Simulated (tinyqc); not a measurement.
States in the gap of a film: thin (001) film in sp3s* tight binding with raised dangling bonds.

Planes alternate anion (a), cation (c) along [001], a/4 apart, starting with an anion; zero in-plane momentum; levels counted from the bulk Ev, the lower root of [[Epa, Vxx], [Vxx, Epc]]; no spin-orbit coupling. Block of s, pz, s*: from an anion to the cation above, Vss/2 (s,s), Vsapc/2 (s,z), -Vscpa/2 (z,s), Vxx/2 (z,z), Vxapc/2 (s*,z), -Vpaxc/2 (z,s*); to the cation below the same with the s-z and s*-z signs reversed. Block of u = (px + py)/sqrt2 and v = (px - py)/sqrt2: to the cation above (Vxx + Vxy)/2 for u and (Vxx - Vxy)/2 for v, to the cation below the reverse. Each surface atom has two dangling sp3 hybrids; raising both by dl adds (dl/2) [[1, t], [t, 1]] to its s, pz levels (t = -1 at the bottom face, +1 at the top) and dl to the one of u, v in whose plane the missing bonds lie (v for a bottom anion or a top cation, u for a top anion).

Values chosen for the exercise (out of a larger set: near a published set for Ge, fitted to gaps, whose masses and valley positions are rough; the L valleys, lowest in Ge, lie off zero in-plane momentum and are not seen; not measured data): p = (-5.91, 1.6, -5.91, 1.6, 6.423, 6.423, -6.768, 1.601, 4.848, 5.424, 5.424, 5.202, 5.202) eV (order Esa, Epa, Esc, Epc, Exa, Exc, Vss, Vxx, Vxy, Vsapc, Vscpa, Vxapc, Vpaxc); Nw = 20 (planes in the thicker film).

edges (eV): Gamma 0.85900, Delta 0.78391

Levels between 0 and the lower bulk edge, the largest weight on the two outer planes of both faces among them, and the nearest levels outside, for several shifts dl.

Film of Nw planes:
```
dl (eV)  levels in the gap       at (eV)  surface weight  next above (eV)  next below (eV)
0                        1         0.147            0.38           0.8301          -0.1087
1                        1         0.357            0.45           0.8308          -0.0029
2                        2  0.271, 0.602            0.48           0.8315          -0.1087
3                        1         0.497            0.38           0.8034          -0.1087
5                        1         0.751            0.27           0.8266          -0.1087
10                       0             -               -           0.8280          -0.1087
30                       0             -               -           0.8285          -0.1087
100                      0             -               -           0.8286          -0.1087
```

Can the levels of the bare film be read as confined subbands?

No: with bare surfaces (dl = 0) 1 level lies in the bulk gap, with up to 38 % of the weight on the four outer planes, two a face, where an even spread gives 20 %: a state drawn out of a band edge by the surface, no confined subband, which would lie outside the bulk gap. The reruns show the bulk gap clear from dl = 10 eV on, and at dl = 30 eV the next level above lies -0.1 meV from its value at 100 eV.

(tinyqc, `OMP_NUM_THREADS=1 python tinyqc.py 1481972 1481973 out.jsonl`, Intel(R) Xeon(R) Processor @ 2.30GHz, 1 thread, shared host, about 0.4 s.)
